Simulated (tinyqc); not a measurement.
Inside a calculation. Method: ROHF in the sto-6g basis, for H2+, spin multiplicity 2. Computed by tinyqc, a small Python program that keeps every step (integrals from PySCF). Settings: charge = 1, multiplicity = 2, basis = sto-6g, energy threshold = 1e-09, iteration cap = 67, orthogonalisation = canonical, start = core, DIIS depth = 0, method = ROHF. Command: `OMP_NUM_THREADS=1 python tinyqc.py 23969 23970 out.jsonl` (the two numbers bound the seeds that draw the settings). One thread of a shared host (Intel(R) Xeon(R) Processor @ 2.60GHz), about 0.01 s of CPU time with the checks. Later iterations appear only in the table of the cycle.

## One-electron integrals

Geometry (angstrom):
```
atom         x         y         z
H     0.000000  0.000000  0.000000
H     0.000000  0.000000  1.243000
```

Basis sto-6g: exponents (1/bohr^2) and contraction coefficients of normalised primitives:
```
element  l (shell)   exponent  coefficient
H            s (1)  35.523221     0.009164
H            s (1)   6.513144     0.049361
H            s (1)   1.822143     0.168538
H            s (1)   0.625955     0.370563
H            s (1)   0.243077     0.416492
H            s (1)   0.100112     0.130334
```

Overlap, kinetic and nuclear-attraction integrals over the contracted functions; the nuclear repulsion is the sum of Za Zb / Rab.

nuclear repulsion = 0.42572583 hartree

overlap S, order 1H 1s, 2H 1s:
$$\begin{pmatrix}
1.000000 & 0.366212 \\
0.366212 & 1.000000
\end{pmatrix}$$

kinetic energy T (hartree), order 1H 1s, 2H 1s:
$$\begin{pmatrix}
0.768522 & 0.045265 \\
0.045265 & 0.768522
\end{pmatrix}$$

nuclear attraction V (hartree), order 1H 1s, 2H 1s:
$$\begin{pmatrix}
-1.660368 & -0.527125 \\
-0.527125 & -1.660368
\end{pmatrix}$$

core Hamiltonian H = T + V (hartree), order 1H 1s, 2H 1s:
$$\begin{pmatrix}
-0.891846 & -0.481860 \\
-0.481860 & -0.891846
\end{pmatrix}$$

## Two-electron integrals

Functions are numbered as in S; the eight-fold symmetry (ij|kl) = (ji|kl) = (kl|ij) leaves the list below.

Two-electron integrals (ij|kl) in chemists' order, unique and non-zero (hartree):
```
(11|11) 0.774999   (21|11) 0.211824   (21|21) 0.080834   (22|11) 0.406265
(22|21) 0.211824   (22|22) 0.774999
```

## Orthogonalisation

S = U s U^T; canonical form X = U s^(-1/2), so that X^T S X = 1. Each column of U has its largest component positive (the first on a tie).

eigenvalues of S: [0.633788, 1.366212]

X, order 1H 1s, 2H 1s:
$$\begin{pmatrix}
0.888205 & 0.604959 \\
-0.888205 & 0.604959
\end{pmatrix}$$

## Starting guess

The start is the orbitals of the core Hamiltonian; D(s) = C_occ C_occ^T for each spin.

D(alpha) at the start, order 1H 1s, 2H 1s:
$$\begin{pmatrix}
0.365975 & 0.365975 \\
0.365975 & 0.365975
\end{pmatrix}$$

D(beta) at the start, order 1H 1s, 2H 1s:
$$\begin{pmatrix}
0.000000 & 0.000000 \\
0.000000 & 0.000000
\end{pmatrix}$$

## Iteration 1: building the Fock matrix

J_ij = sum D_kl (ij|kl) with D = D(alpha) + D(beta), K_ij = sum D_kl (ik|jl) for each spin; F = H + J - K(s); E = tr D H + tr D J / 2 - 0.5 sum_s tr D(s) K(s) + E_nn.

Coulomb J (hartree), order 1H 1s, 2H 1s:
$$\begin{pmatrix}
0.587358 & 0.214211 \\
0.214211 & 0.587358
\end{pmatrix}$$

exchange K(alpha) (hartree), order 1H 1s, 2H 1s:
$$\begin{pmatrix}
0.468259 & 0.333311 \\
0.333311 & 0.468259
\end{pmatrix}$$

exchange K(beta) (hartree), order 1H 1s, 2H 1s:
$$\begin{pmatrix}
0.000000 & 0.000000 \\
0.000000 & 0.000000
\end{pmatrix}$$

F(alpha) (hartree), order 1H 1s, 2H 1s:
$$\begin{pmatrix}
-0.772746 & -0.600959 \\
-0.600959 & -0.772746
\end{pmatrix}$$

F(beta) (hartree), order 1H 1s, 2H 1s:
$$\begin{pmatrix}
-0.304488 & -0.267648 \\
-0.267648 & -0.304488
\end{pmatrix}$$

total energy of this density = -0.57975908 hartree

## Iteration 1: Roothaan effective Fock matrix

With projectors Pc = D(beta) S, Po = (D(alpha) - D(beta)) S, Pv = 1 - D(alpha) S, the block xy is Px^T F Py; with Fc = (F(alpha) + F(beta))/2, the blocks are Fc for cc, oo, vv and cv, F(beta) for co and F(alpha) for ov.

effective F (hartree), order 1H 1s, 2H 1s:
$$\begin{pmatrix}
-0.538617 & -0.434304 \\
-0.434304 & -0.538617
\end{pmatrix}$$

## Iteration 1: diagonalisation and new density

Diagonalise F' = X^T F X, C = X C', fill 1 alpha and 0 beta electrons from the bottom; D(s) = C_occ C_occ^T. Each column has its largest component positive (the first on a tie).

F' = X^T F X (hartree):
$$\begin{pmatrix}
-0.164587 & 0.000000 \\
0.000000 & -0.712130
\end{pmatrix}$$

orbital energies (hartree): MO1 -0.712130, MO2 -0.164587

coefficients C, order 1H 1s, 2H 1s:
$$\begin{pmatrix}
0.604959 & 0.888205 \\
0.604959 & -0.888205
\end{pmatrix}$$

D(alpha) after iteration 1, order 1H 1s, 2H 1s:
$$\begin{pmatrix}
0.365975 & 0.365975 \\
0.365975 & 0.365975
\end{pmatrix}$$

D(beta) after iteration 1, order 1H 1s, 2H 1s:
$$\begin{pmatrix}
0.000000 & 0.000000 \\
0.000000 & 0.000000
\end{pmatrix}$$

## Iteration 2: building the Fock matrix

As before.

Coulomb J (hartree), order 1H 1s, 2H 1s:
$$\begin{pmatrix}
0.587358 & 0.214211 \\
0.214211 & 0.587358
\end{pmatrix}$$

exchange K(alpha) (hartree), order 1H 1s, 2H 1s:
$$\begin{pmatrix}
0.468259 & 0.333311 \\
0.333311 & 0.468259
\end{pmatrix}$$

exchange K(beta) (hartree), order 1H 1s, 2H 1s:
$$\begin{pmatrix}
0.000000 & 0.000000 \\
0.000000 & 0.000000
\end{pmatrix}$$

F(alpha) (hartree), order 1H 1s, 2H 1s:
$$\begin{pmatrix}
-0.772746 & -0.600959 \\
-0.600959 & -0.772746
\end{pmatrix}$$

F(beta) (hartree), order 1H 1s, 2H 1s:
$$\begin{pmatrix}
-0.304488 & -0.267648 \\
-0.267648 & -0.304488
\end{pmatrix}$$

total energy of this density = -0.57975908 hartree

## Iteration 2: Roothaan effective Fock matrix

As before.

effective F (hartree), order 1H 1s, 2H 1s:
$$\begin{pmatrix}
-0.538617 & -0.434304 \\
-0.434304 & -0.538617
\end{pmatrix}$$

## Iteration 2 (converged): orbitals

As before.

F' = X^T F X (hartree):
$$\begin{pmatrix}
-0.164587 & 0.000000 \\
0.000000 & -0.712130
\end{pmatrix}$$

orbital energies (hartree): MO1 -0.712130, MO2 -0.164587

coefficients C, order 1H 1s, 2H 1s:
$$\begin{pmatrix}
0.604959 & 0.888205 \\
0.604959 & -0.888205
\end{pmatrix}$$

D(alpha) after iteration 2, order 1H 1s, 2H 1s:
$$\begin{pmatrix}
0.365975 & 0.365975 \\
0.365975 & 0.365975
\end{pmatrix}$$

D(beta) after iteration 2, order 1H 1s, 2H 1s:
$$\begin{pmatrix}
0.000000 & 0.000000 \\
0.000000 & 0.000000
\end{pmatrix}$$

## Convergence

Stop when the energy changes by less than 1e-09 hartree and every element of the error matrix X^T (F D S - S D F) X is below 9e-06.

Course of the cycle:
```
iteration  E (hartree)    change  largest element of the error matrix
1          -0.57975908         -                             1.49e-16
2          -0.57975908  0.000000                             2.98e-16
```

PySCF ROHF in the same basis = -0.57975908 hartree

Converged in 2 iterations.

## Populations, bond orders and dipole

Mulliken: Z minus the diagonal of D S on the atom; Loewdin: the same with S^(1/2) D S^(1/2); Mayer order: 2 sum_s sum (D(s) S)_ij (D(s) S)_ji over the two atoms.

Charges (e):
```
atom  Mulliken   Loewdin  Mulliken spin
1H    0.500000  0.500000       0.500000
2H    0.500000  0.500000       0.500000
```

Mayer bond orders:
```
pair     order
2-1   0.500000
```

dipole moment about the origin, x y z (debye): [0.000000, 0.000000, 2.985192]
